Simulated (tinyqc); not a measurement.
# Worked calculation: off-state leakage of single and stacked transistors

tinyqc, about 0.03 s, one thread, Intel Xeon 2.30GHz (shared host): `OMP_NUM_THREADS=1 python tinyqc.py 2242029 2242030 out.jsonl` Printed values are rounded.

n-channel devices of unit width. Subthreshold current I(Vg, Vs, Vd) = I0 (T/300 K)^0.5 exp[(Vg - Vs - VT(T) - gb (Vs - Vb) + dd (Vd - Vs))/(nf Vt)] (1 - exp(-(Vd - Vs)/Vt)), VT(T) = VT - cT (T - 300 K). Gate-edge tunnelling Ig (Vd/1 V) exp(ag (Vd - 1 V)), for a gate at 0 V, and band-to-band leakage Ab u exp(-Bb/u), u = Vd - Vb + 1 V, flow at a drain held at V; both are taken as independent of T. In a stack of off transistors (all gates at 0 V) the same subthreshold current passes through each.

Inputs (values chosen for the exercise); values of the order met in bulk silicon logic transistors: temperature T = 378 K; supply voltage V = 1 V; threshold at 300 K, zero drain and body bias VT = 0.3 V; fall of the threshold with temperature cT = 0.5 mV/K; current at threshold at 300 K I0 = 0.14 uA/um; slope factor nf = 1.5; drain-induced lowering per volt dd = 0.11; rise of the threshold per volt of source-body bias gb = 0.17; gate-edge tunnelling current at 1 V Ig = 0.0001 uA/um; exponential slope of the gate current ag = 3.4 1/V; prefactor of band-to-band leakage at the drain Ab = 50 uA/(um V); its exponential voltage Bb = 22 V; body voltage Vb = -0.6 V.

Constants: q = 1.602176634e-19 C, kB = 1.380649e-23 J/K, Vt = kB T/q. Results are converted to the units shown.

## Leakage of one transistor

Vg = Vs = 0, Vd = V; effective threshold VT(T) - gb Vb - dd V.

effective threshold = 0.253 V
parts (nA/um): subthreshold 0.886183, gate edge 0.1, band-to-band 27.4880
total = 28.4742 nA/um
shares (%): subthreshold 3.11223, gate edge 0.351195, band-to-band 96.5366

The band-to-band part is the largest.

## Starting value

Vx = dd V/(1 + gb + 2 dd), the solution for Vx well above Vt, rounded to three decimals.

Vx at the start = 0.079 V

## Iteration 1: new Vx

Stack of two, Vx the node between them: I_low = I(0, 0, Vx), I_up = I(0, Vx, V), f = ln(I_up/I_low), f' = -(1 + gb + 2 dd)/(nf Vt) - 1/(Vt (exp(Vx/Vt) - 1)) - 1/(Vt (exp((V - Vx)/Vt) - 1)), Vx(new) = Vx - f/f'.

I_low = 0.101580 nA/um
I_up = 0.111871 nA/um
f = 0.0965009
f' = -31.4275 1/V
Vx after iteration 1 = 0.0820706 V

## Iteration 2: new Vx

As before.

I_low = 0.103178 nA/um
I_up = 0.103225 nA/um
f = 4.55787e-4
f' = -31.1360 1/V
Vx after iteration 2 = 0.0820852 V

## Course of the iteration

Stop when the step is below 1e-11 V, or after 40 iterations.

Course of the iteration:
```
iteration  Vx before the step (V)  step (V)
1                           0.079   3.07e-3
2                       0.0820706   1.46e-5
3                       0.0820852  3.09e-10
4                       0.0820852   < 1e-15
```

Converged in 4 iterations. The subthreshold current of the stack is 0.1032 nA/um, 8.59 times less than that of one transistor (the drain leakage is unchanged); the estimate exp[dd V (1 + gb + dd)/((1 + gb + 2 dd) nf Vt)] gives 7.95.
